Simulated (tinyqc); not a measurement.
Worked calculation (part 1 of 3): UHF in the 6-31g basis, for H4+, spin multiplicity 2. Computed by tinyqc, a small Python program that keeps every step (integrals from PySCF). Settings: charge = 1, multiplicity = 2, basis = 6-31g, energy threshold = 1e-10, iteration cap = 81, orthogonalisation = symmetric, start = core, DIIS depth = 3, DIIS from iteration = 3, method = UHF. Command: `OMP_NUM_THREADS=1 python tinyqc.py 20951 20952 out.jsonl` (the two numbers bound the seeds that draw the settings). One thread of a shared host (Intel(R) Xeon(R) Processor @ 2.60GHz), about 0.1 s of CPU time with the checks. Later iterations appear only in the table of the cycle.

## One-electron integrals

Geometry (angstrom):
```
atom         x         y         z
H     0.000000  0.000000  0.000000
H     0.000000  0.000000  0.949000
H     0.000000  1.572000  0.000000
H     0.000000  1.572000  0.949000
```

Basis 6-31g: exponents (1/bohr^2) and contraction coefficients of normalised primitives:
```
element  l (shell)   exponent  coefficient
H            s (1)  18.731137     0.033495
H            s (1)   2.825394     0.234727
H            s (1)   0.640122     0.813757
H            s (2)   0.161278     1.000000
```

Overlap, kinetic and nuclear-attraction integrals over the contracted functions; the nuclear repulsion is the sum of Za Zb / Rab.

nuclear repulsion = 2.36485443 hartree

overlap S:
```
          1H 1s     1H 2s     2H 1s     2H 2s     3H 1s     3H 2s     4H 1s     4H 2s
1H 1s  1.000000  0.658292  0.287504  0.431367  0.041956  0.206675  0.014532  0.135628
1H 2s  0.658292  1.000000  0.431367  0.771558  0.206675  0.490849  0.135628  0.378719
2H 1s  0.287504  0.431367  1.000000  0.658292  0.014532  0.135628  0.041956  0.206675
2H 2s  0.431367  0.771558  0.658292  1.000000  0.135628  0.378719  0.206675  0.490849
3H 1s  0.041956  0.206675  0.014532  0.135628  1.000000  0.658292  0.287504  0.431367
3H 2s  0.206675  0.490849  0.135628  0.378719  0.658292  1.000000  0.431367  0.771558
4H 1s  0.014532  0.135628  0.041956  0.206675  0.287504  0.431367  1.000000  0.658292
4H 2s  0.135628  0.378719  0.206675  0.490849  0.431367  0.771558  0.658292  1.000000
```

kinetic energy T (hartree):
```
           1H 1s      1H 2s      2H 1s      2H 2s      3H 1s      3H 2s      4H 1s      4H 2s
1H 1s   1.395678   0.259735   0.056081   0.121953  -0.042029   0.018430  -0.023635  -0.002853
1H 2s   0.259735   0.241917   0.121953   0.154381   0.018430   0.062411  -0.002853   0.032313
2H 1s   0.056081   0.121953   1.395678   0.259735  -0.023635  -0.002853  -0.042029   0.018430
2H 2s   0.121953   0.154381   0.259735   0.241917  -0.002853   0.032313   0.018430   0.062411
3H 1s  -0.042029   0.018430  -0.023635  -0.002853   1.395678   0.259735   0.056081   0.121953
3H 2s   0.018430   0.062411  -0.002853   0.032313   0.259735   0.241917   0.121953   0.154381
4H 1s  -0.023635  -0.002853  -0.042029   0.018430   0.056081   0.121953   1.395678   0.259735
4H 2s  -0.002853   0.032313   0.018430   0.062411   0.121953   0.154381   0.259735   0.241917
```

nuclear attraction V (hartree):
```
           1H 1s      1H 2s      2H 1s      2H 2s      3H 1s      3H 2s      4H 1s      4H 2s
1H 1s  -2.834140  -1.513105  -0.766790  -1.020895  -0.093411  -0.473757  -0.033600  -0.320532
1H 2s  -1.513105  -1.732506  -1.020895  -1.400662  -0.473757  -0.902702  -0.320532  -0.730406
2H 1s  -0.766790  -1.020895  -2.834140  -1.513105  -0.033600  -0.320532  -0.093411  -0.473757
2H 2s  -1.020895  -1.400662  -1.513105  -1.732506  -0.320532  -0.730406  -0.473757  -0.902702
3H 1s  -0.093411  -0.473757  -0.033600  -0.320532  -2.834140  -1.513105  -0.766790  -1.020895
3H 2s  -0.473757  -0.902702  -0.320532  -0.730406  -1.513105  -1.732506  -1.020895  -1.400662
4H 1s  -0.033600  -0.320532  -0.093411  -0.473757  -0.766790  -1.020895  -2.834140  -1.513105
4H 2s  -0.320532  -0.730406  -0.473757  -0.902702  -1.020895  -1.400662  -1.513105  -1.732506
```

core Hamiltonian H = T + V (hartree):
```
           1H 1s      1H 2s      2H 1s      2H 2s      3H 1s      3H 2s      4H 1s      4H 2s
1H 1s  -1.438461  -1.253370  -0.710709  -0.898942  -0.135440  -0.455326  -0.057235  -0.323385
1H 2s  -1.253370  -1.490590  -0.898942  -1.246281  -0.455326  -0.840291  -0.323385  -0.698093
2H 1s  -0.710709  -0.898942  -1.438461  -1.253370  -0.057235  -0.323385  -0.135440  -0.455326
2H 2s  -0.898942  -1.246281  -1.253370  -1.490590  -0.323385  -0.698093  -0.455326  -0.840291
3H 1s  -0.135440  -0.455326  -0.057235  -0.323385  -1.438461  -1.253370  -0.710709  -0.898942
3H 2s  -0.455326  -0.840291  -0.323385  -0.698093  -1.253370  -1.490590  -0.898942  -1.246281
4H 1s  -0.057235  -0.323385  -0.135440  -0.455326  -0.710709  -0.898942  -1.438461  -1.253370
4H 2s  -0.323385  -0.698093  -0.455326  -0.840291  -0.898942  -1.246281  -1.253370  -1.490590
```

## Two-electron integrals

Functions are numbered as in S; the eight-fold symmetry (ij|kl) = (ji|kl) = (kl|ij) leaves the list below.

Two-electron integrals (ij|kl) in chemists' order, unique and non-zero (hartree):
```
(11|11) 1.076566   (21|11) 0.578470   (21|21) 0.329423   (22|11) 0.587396
(22|21) 0.361304   (22|22) 0.453150   (31|11) 0.237945   (31|21) 0.138025
(31|22) 0.155018   (31|31) 0.077500   (32|11) 0.259142   (32|21) 0.160528
(32|22) 0.201708   (32|31) 0.097174   (32|32) 0.140357   (33|11) 0.543989
(33|21) 0.346191   (33|22) 0.453212   (33|31) 0.237945   (33|32) 0.369966
(33|33) 1.076566   (41|11) 0.369966   (41|21) 0.211869   (41|22) 0.234442
(41|31) 0.097174   (41|32) 0.116132   (41|33) 0.259142   (41|41) 0.140357
(42|11) 0.422239   (42|21) 0.261985   (42|22) 0.335090   (42|31) 0.127904
(42|32) 0.177757   (42|33) 0.422239   (42|41) 0.177757   (42|42) 0.269761
(43|11) 0.346191   (43|21) 0.218918   (43|22) 0.287094   (43|31) 0.138025
(43|32) 0.211869   (43|33) 0.578470   (43|41) 0.160528   (43|42) 0.261985
(43|43) 0.329423   (44|11) 0.453212   (44|21) 0.287094   (44|22) 0.385628
(44|31) 0.155018   (44|32) 0.234442   (44|33) 0.587396   (44|41) 0.201708
(44|42) 0.335090   (44|43) 0.361304   (44|44) 0.453150   (51|11) 0.026496
(51|21) 0.016305   (51|22) 0.020187   (51|31) 0.006668   (51|32) 0.008385
(51|33) 0.017920   (51|41) 0.010521   (51|42) 0.014699   (51|43) 0.011646
(51|44) 0.016314   (51|51) 0.001579   (52|11) 0.084696   (52|21) 0.054898
(52|22) 0.077117   (52|31) 0.022832   (52|32) 0.031289   (52|33) 0.068640
(52|41) 0.035668   (52|42) 0.057050   (52|43) 0.044990   (52|44) 0.065970
(52|51) 0.006090   (52|52) 0.031842   (53|11) 0.008036   (53|21) 0.005076
(53|22) 0.006584   (53|31) 0.002559   (53|32) 0.003534   (53|33) 0.008130
(53|41) 0.003515   (53|42) 0.005387   (53|43) 0.005113   (53|44) 0.006598
(53|51) 0.000465   (53|52) 0.001879   (53|53) 0.000189   (54|11) 0.055100
(54|21) 0.035739   (54|22) 0.050309   (54|31) 0.015531   (54|32) 0.021681
(54|33) 0.048072   (54|41) 0.023602   (54|42) 0.038421   (54|43) 0.031427
(54|44) 0.045538   (54|51) 0.003926   (54|52) 0.020520   (54|53) 0.001318
(54|54) 0.013633   (55|11) 0.336506   (55|21) 0.221141   (55|22) 0.326794
(55|31) 0.092422   (55|32) 0.130211   (55|33) 0.288174   (55|41) 0.143974
(55|42) 0.242985   (55|43) 0.189642   (55|44) 0.285033   (55|51) 0.026496
(55|52) 0.170018   (55|53) 0.008130   (55|54) 0.108982   (55|55) 1.076566
(61|11) 0.170018   (61|21) 0.098288   (61|22) 0.110416   (61|31) 0.041079
(61|32) 0.048582   (61|33) 0.104768   (61|41) 0.063271   (61|42) 0.080183
(61|43) 0.066548   (61|44) 0.088221   (61|51) 0.006090   (61|52) 0.020927
(61|53) 0.001868   (61|54) 0.013589   (61|55) 0.084696   (61|61) 0.031842
(62|11) 0.239739   (62|21) 0.150691   (62|22) 0.198641   (62|31) 0.064242
(62|32) 0.086006   (62|33) 0.192444   (62|41) 0.097920   (62|42) 0.147462
(62|43) 0.123516   (62|44) 0.171585   (62|51) 0.011783   (62|52) 0.051839
(62|53) 0.003815   (62|54) 0.033720   (62|55) 0.239739   (62|61) 0.051839
(62|62) 0.109179   (63|11) 0.078095   (63|21) 0.048698   (63|22) 0.062028
(63|31) 0.028882   (63|32) 0.041964   (63|33) 0.108982   (63|41) 0.035087
(63|42) 0.054463   (63|43) 0.063332   (63|44) 0.071751   (63|51) 0.003018
(63|52) 0.011520   (63|53) 0.001318   (63|54) 0.008097   (63|55) 0.048072
(63|61) 0.015744   (63|62) 0.029359   (63|63) 0.013633   (64|11) 0.174198
(64|21) 0.110184   (64|22) 0.147462   (64|31) 0.052491   (64|32) 0.074439
(64|33) 0.174198   (64|41) 0.074439   (64|42) 0.118251   (64|43) 0.110184
(64|44) 0.147462   (64|51) 0.008498   (64|52) 0.037740   (64|53) 0.003147
(64|54) 0.025633   (64|55) 0.174198   (64|61) 0.037740   (64|62) 0.080734
(64|63) 0.025633   (64|64) 0.064994   (65|11) 0.221141   (65|21) 0.144953
(65|22) 0.212379   (65|31) 0.060760   (65|32) 0.085556   (65|33) 0.189642
(65|41) 0.094390   (65|42) 0.158222   (65|43) 0.124696   (65|44) 0.186406
(65|51) 0.016305   (65|52) 0.098288   (65|53) 0.005113   (65|54) 0.063332
(65|55) 0.578470   (65|61) 0.054898   (65|62) 0.150691   (65|63) 0.031427
(65|64) 0.110184   (65|65) 0.329423   (66|11) 0.326794   (66|21) 0.212379
(66|22) 0.305800   (66|31) 0.090203   (66|32) 0.127218   (66|33) 0.285033
(66|41) 0.138430   (66|42) 0.229249   (66|43) 0.186406   (66|44) 0.274135
(66|51) 0.020187   (66|52) 0.110416   (66|53) 0.006598   (66|54) 0.071751
(66|55) 0.587396   (66|61) 0.077117   (66|62) 0.198641   (66|63) 0.045538
(66|64) 0.147462   (66|65) 0.361304   (66|66) 0.453150   (71|11) 0.008130
(71|21) 0.005113   (71|22) 0.006598   (71|31) 0.002559   (71|32) 0.003515
(71|33) 0.008036   (71|41) 0.003534   (71|42) 0.005387   (71|43) 0.005076
(71|44) 0.006584   (71|51) 0.000465   (71|52) 0.001868   (71|53) 0.000189
(71|54) 0.001312   (71|55) 0.008036   (71|61) 0.001879   (71|62) 0.003815
(71|63) 0.001312   (71|64) 0.003147   (71|65) 0.005076   (71|66) 0.006584
(71|71) 0.000189   (72|11) 0.048072   (72|21) 0.031427   (72|22) 0.045538
(72|31) 0.015531   (72|32) 0.023602   (72|33) 0.055100   (72|41) 0.021681
(72|42) 0.038421   (72|43) 0.035739   (72|44) 0.050309   (72|51) 0.003018
(72|52) 0.015744   (72|53) 0.001312   (72|54) 0.011408   (72|55) 0.078095
(72|61) 0.011520   (72|62) 0.029359   (72|63) 0.009017   (72|64) 0.025633
(72|65) 0.048698   (72|66) 0.062028   (72|71) 0.001318   (72|72) 0.013633
(73|11) 0.017920   (73|21) 0.011646   (73|22) 0.016314   (73|31) 0.006668
(73|32) 0.010521   (73|33) 0.026496   (73|41) 0.008385   (73|42) 0.014699
(73|43) 0.016305   (73|44) 0.020187   (73|51) 0.000930   (73|52) 0.004099
(73|53) 0.000465   (73|54) 0.003018   (73|55) 0.017920   (73|61) 0.004099
(73|62) 0.009193   (73|63) 0.003926   (73|64) 0.008498   (73|65) 0.011646
(73|66) 0.016314   (73|71) 0.000465   (73|72) 0.003926   (73|73) 0.001579
(74|11) 0.068640   (74|21) 0.044990   (74|22) 0.065970   (74|31) 0.022832
(74|32) 0.035668   (74|33) 0.084696   (74|41) 0.031289   (74|42) 0.057050
(74|43) 0.054898   (74|44) 0.077117   (74|51) 0.004099   (74|52) 0.021431
(74|53) 0.001868   (74|54) 0.015744   (74|55) 0.104768   (74|61) 0.016233
(74|62) 0.041802   (74|63) 0.013589   (74|64) 0.037740   (74|65) 0.066548
(74|66) 0.088221   (74|71) 0.001879   (74|72) 0.020520   (74|73) 0.006090
(74|74) 0.031842   (75|11) 0.092422   (75|21) 0.060760   (75|22) 0.090203
(75|31) 0.027635   (75|32) 0.040804   (75|33) 0.092422   (75|41) 0.040804
(75|42) 0.072148   (75|43) 0.060760   (75|44) 0.090203   (75|51) 0.006668
(75|52) 0.041079   (75|53) 0.002559   (75|54) 0.028882   (75|55) 0.237945
(75|61) 0.022832   (75|62) 0.064242   (75|63) 0.015531   (75|64) 0.052491
(75|65) 0.138025   (75|66) 0.155018   (75|71) 0.002559   (75|72) 0.028882
(75|73) 0.006668   (75|74) 0.041079   (75|75) 0.077500   (76|11) 0.130211
(76|21) 0.085556   (76|22) 0.127218   (76|31) 0.040804   (76|32) 0.062189
(76|33) 0.143974   (76|41) 0.058316   (76|42) 0.105816   (76|43) 0.094390
(76|44) 0.138430   (76|51) 0.008385   (76|52) 0.048582   (76|53) 0.003515
(76|54) 0.035087   (76|55) 0.259142   (76|61) 0.031289   (76|62) 0.086006
(76|63) 0.023602   (76|64) 0.074439   (76|65) 0.160528   (76|66) 0.201708
(76|71) 0.003534   (76|72) 0.041964   (76|73) 0.010521   (76|74) 0.063271
(76|75) 0.097174   (76|76) 0.140357   (77|11) 0.288174   (77|21) 0.189642
(77|22) 0.285033   (77|31) 0.092422   (77|32) 0.143974   (77|33) 0.336506
(77|41) 0.130211   (77|42) 0.242985   (77|43) 0.221141   (77|44) 0.326794
(77|51) 0.017920   (77|52) 0.104768   (77|53) 0.008036   (77|54) 0.078095
(77|55) 0.543989   (77|61) 0.068640   (77|62) 0.192444   (77|63) 0.055100
(77|64) 0.174198   (77|65) 0.346191   (77|66) 0.453212   (77|71) 0.008130
(77|72) 0.108982   (77|73) 0.026496   (77|74) 0.170018   (77|75) 0.237945
(77|76) 0.369966   (77|77) 1.076566   (81|11) 0.108982   (81|21) 0.063332
(81|22) 0.071751   (81|31) 0.028882   (81|32) 0.035087   (81|33) 0.078095
(81|41) 0.041964   (81|42) 0.054463   (81|43) 0.048698   (81|44) 0.062028
(81|51) 0.003926   (81|52) 0.013589   (81|53) 0.001312   (81|54) 0.009017
(81|55) 0.055100   (81|61) 0.020520   (81|62) 0.033720   (81|63) 0.011408
(81|64) 0.025633   (81|65) 0.035739   (81|66) 0.050309   (81|71) 0.001318
(81|72) 0.008097   (81|73) 0.003018   (81|74) 0.011520   (81|75) 0.015531
(81|76) 0.021681   (81|77) 0.048072   (81|81) 0.013633   (82|11) 0.174198
(82|21) 0.110184   (82|22) 0.147462   (82|31) 0.052491   (82|32) 0.074439
(82|33) 0.174198   (82|41) 0.074439   (82|42) 0.118251   (82|43) 0.110184
(82|44) 0.147462   (82|51) 0.008498   (82|52) 0.037740   (82|53) 0.003147
(82|54) 0.025633   (82|55) 0.174198   (82|61) 0.037740   (82|62) 0.080734
(82|63) 0.025633   (82|64) 0.064994   (82|65) 0.110184   (82|66) 0.147462
(82|71) 0.003147   (82|72) 0.025633   (82|73) 0.008498   (82|74) 0.037740
(82|75) 0.052491   (82|76) 0.074439   (82|77) 0.174198   (82|81) 0.025633
(82|82) 0.064994   (83|11) 0.104768   (83|21) 0.066548   (83|22) 0.088221
(83|31) 0.041079   (83|32) 0.063271   (83|33) 0.170018   (83|41) 0.048582
(83|42) 0.080183   (83|43) 0.098288   (83|44) 0.110416   (83|51) 0.004099
(83|52) 0.016233   (83|53) 0.001879   (83|54) 0.011520   (83|55) 0.068640
(83|61) 0.021431   (83|62) 0.041802   (83|63) 0.020520   (83|64) 0.037740
(83|65) 0.044990   (83|66) 0.065970   (83|71) 0.001868   (83|72) 0.013589
(83|73) 0.006090   (83|74) 0.020927   (83|75) 0.022832   (83|76) 0.035668
(83|77) 0.084696   (83|81) 0.015744   (83|82) 0.037740   (83|83) 0.031842
(84|11) 0.192444   (84|21) 0.123516   (84|22) 0.171585   (84|31) 0.064242
(84|32) 0.097920   (84|33) 0.239739   (84|41) 0.086006   (84|42) 0.147462
(84|43) 0.150691   (84|44) 0.198641   (84|51) 0.009193   (84|52) 0.041802
(84|53) 0.003815   (84|54) 0.029359   (84|55) 0.192444   (84|61) 0.041802
(84|62) 0.092910   (84|63) 0.033720   (84|64) 0.080734   (84|65) 0.123516
(84|66) 0.171585   (84|71) 0.003815   (84|72) 0.033720   (84|73) 0.011783
(84|74) 0.051839   (84|75) 0.064242   (84|76) 0.097920   (84|77) 0.239739
(84|81) 0.029359   (84|82) 0.080734   (84|83) 0.051839   (84|84) 0.109179
(85|11) 0.143974   (85|21) 0.094390   (85|22) 0.138430   (85|31) 0.040804
(85|32) 0.058316   (85|33) 0.130211   (85|41) 0.062189   (85|42) 0.105816
(85|43) 0.085556   (85|44) 0.127218   (85|51) 0.010521   (85|52) 0.063271
(85|53) 0.003534   (85|54) 0.041964   (85|55) 0.369966   (85|61) 0.035668
(85|62) 0.097920   (85|63) 0.021681   (85|64) 0.074439   (85|65) 0.211869
(85|66) 0.234442   (85|71) 0.003515   (85|72) 0.035087   (85|73) 0.008385
(85|74) 0.048582   (85|75) 0.097174   (85|76) 0.116132   (85|77) 0.259142
(85|81) 0.023602   (85|82) 0.074439   (85|83) 0.031289   (85|84) 0.086006
(85|85) 0.140357   (86|11) 0.242985   (86|21) 0.158222   (86|22) 0.229249
(86|31) 0.072148   (86|32) 0.105816   (86|33) 0.242985   (86|41) 0.105816
(86|42) 0.182044   (86|43) 0.158222   (86|44) 0.229249   (86|51) 0.014699
(86|52) 0.080183   (86|53) 0.005387   (86|54) 0.054463   (86|55) 0.422239
(86|61) 0.057050   (86|62) 0.147462   (86|63) 0.038421   (86|64) 0.118251
(86|65) 0.261985   (86|66) 0.335090   (86|71) 0.005387   (86|72) 0.054463
(86|73) 0.014699   (86|74) 0.080183   (86|75) 0.127904   (86|76) 0.177757
(86|77) 0.422239   (86|81) 0.038421   (86|82) 0.118251   (86|83) 0.057050
(86|84) 0.147462   (86|85) 0.177757   (86|86) 0.269761   (87|11) 0.189642
(87|21) 0.124696   (87|22) 0.186406   (87|31) 0.060760   (87|32) 0.094390
(87|33) 0.221141   (87|41) 0.085556   (87|42) 0.158222   (87|43) 0.144953
(87|44) 0.212379   (87|51) 0.011646   (87|52) 0.066548   (87|53) 0.005076
(87|54) 0.048698   (87|55) 0.346191   (87|61) 0.044990   (87|62) 0.123516
(87|63) 0.035739   (87|64) 0.110184   (87|65) 0.218918   (87|66) 0.287094
(87|71) 0.005113   (87|72) 0.063332   (87|73) 0.016305   (87|74) 0.098288
(87|75) 0.138025   (87|76) 0.211869   (87|77) 0.578470   (87|81) 0.031427
(87|82) 0.110184   (87|83) 0.054898   (87|84) 0.150691   (87|85) 0.160528
(87|86) 0.261985   (87|87) 0.329423   (88|11) 0.285033   (88|21) 0.186406
(88|22) 0.274135   (88|31) 0.090203   (88|32) 0.138430   (88|33) 0.326794
(88|41) 0.127218   (88|42) 0.229249   (88|43) 0.212379   (88|44) 0.305800
(88|51) 0.016314   (88|52) 0.088221   (88|53) 0.006584   (88|54) 0.062028
(88|55) 0.453212   (88|61) 0.065970   (88|62) 0.171585   (88|63) 0.050309
(88|64) 0.147462   (88|65) 0.287094   (88|66) 0.385628   (88|71) 0.006598
(88|72) 0.071751   (88|73) 0.020187   (88|74) 0.110416   (88|75) 0.155018
(88|76) 0.234442   (88|77) 0.587396   (88|81) 0.045538   (88|82) 0.147462
(88|83) 0.077117   (88|84) 0.198641   (88|85) 0.201708   (88|86) 0.335090
(88|87) 0.361304   (88|88) 0.453150
```

## Orthogonalisation

S = U s U^T; symmetric (Loewdin) form X = U s^(-1/2) U^T, so that X^T S X = 1.

eigenvalues of S: 0.076392  0.181559  0.301254  0.420568  0.724991  0.898933  1.831752  3.564550

X:
```
           1H 1s      1H 2s      2H 1s      2H 2s      3H 1s      3H 2s      4H 1s      4H 2s
1H 1s   1.268656  -0.528486  -0.064336   0.033511   0.024242   0.029589   0.016095   0.004309
1H 2s  -0.528486   1.937985   0.033511  -0.826077   0.029589  -0.494258   0.004309   0.209344
2H 1s  -0.064336   0.033511   1.268656  -0.528486   0.016095   0.004309   0.024242   0.029589
2H 2s   0.033511  -0.826077  -0.528486   1.937985   0.004309   0.209344   0.029589  -0.494258
3H 1s   0.024242   0.029589   0.016095   0.004309   1.268656  -0.528486  -0.064336   0.033511
3H 2s   0.029589  -0.494258   0.004309   0.209344  -0.528486   1.937985   0.033511  -0.826077
4H 1s   0.016095   0.004309   0.024242   0.029589  -0.064336   0.033511   1.268656  -0.528486
4H 2s   0.004309   0.209344   0.029589  -0.494258   0.033511  -0.826077  -0.528486   1.937985
```

## Starting guess

The start is the orbitals of the core Hamiltonian; D(s) = C_occ C_occ^T for each spin.

D(alpha) at the start:
```
           1H 1s      1H 2s      2H 1s      2H 2s      3H 1s      3H 2s      4H 1s      4H 2s
1H 1s   0.188805   0.092654   0.188805   0.092654  -0.038768  -0.020489  -0.038768  -0.020489
1H 2s   0.092654   0.045481   0.092654   0.045481  -0.020489  -0.010770  -0.020489  -0.010770
2H 1s   0.188805   0.092654   0.188805   0.092654  -0.038768  -0.020489  -0.038768  -0.020489
2H 2s   0.092654   0.045481   0.092654   0.045481  -0.020489  -0.010770  -0.020489  -0.010770
3H 1s  -0.038768  -0.020489  -0.038768  -0.020489   0.188805   0.092654   0.188805   0.092654
3H 2s  -0.020489  -0.010770  -0.020489  -0.010770   0.092654   0.045481   0.092654   0.045481
4H 1s  -0.038768  -0.020489  -0.038768  -0.020489   0.188805   0.092654   0.188805   0.092654
4H 2s  -0.020489  -0.010770  -0.020489  -0.010770   0.092654   0.045481   0.092654   0.045481
```

D(beta) at the start:
```
          1H 1s     1H 2s     2H 1s     2H 2s     3H 1s     3H 2s     4H 1s     4H 2s
1H 1s  0.075019  0.036083  0.075019  0.036083  0.075019  0.036083  0.075019  0.036083
1H 2s  0.036083  0.017355  0.036083  0.017355  0.036083  0.017355  0.036083  0.017355
2H 1s  0.075019  0.036083  0.075019  0.036083  0.075019  0.036083  0.075019  0.036083
2H 2s  0.036083  0.017355  0.036083  0.017355  0.036083  0.017355  0.036083  0.017355
3H 1s  0.075019  0.036083  0.075019  0.036083  0.075019  0.036083  0.075019  0.036083
3H 2s  0.036083  0.017355  0.036083  0.017355  0.036083  0.017355  0.036083  0.017355
4H 1s  0.075019  0.036083  0.075019  0.036083  0.075019  0.036083  0.075019  0.036083
4H 2s  0.036083  0.017355  0.036083  0.017355  0.036083  0.017355  0.036083  0.017355
```
